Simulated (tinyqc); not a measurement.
## Exponent and activation energy from three stresses

Problem. Oxide breakdown follows t63 = a V^(-n) exp(Ea q/(kB T)). Find n, Ea and the E-model slope gamma = n/E (cm/MV) at the higher voltage, E = V/tox.

Parameters, values chosen for the exercise: oxide thickness tox = 2 nm.

Constants: q = 1.602176634e-19 C, kB = 1.380649e-23 J/K. Results are converted to the units shown.

t63 at (1.91 V, 373 K), (2.55 V, 373 K) and (2.55 V, 398 K) (s): 39062.404  6.5163423  1.1007214

Solution. The two voltages give n and the two temperatures Ea.

n = 30.1
Ea = 0.910 eV
gamma = 2.36 cm/MV

Program tinyqc, `OMP_NUM_THREADS=1 python tinyqc.py 2070171 2070172 out.jsonl`; Intel Xeon 2.30GHz, shared host, one thread, about 0.01 s.
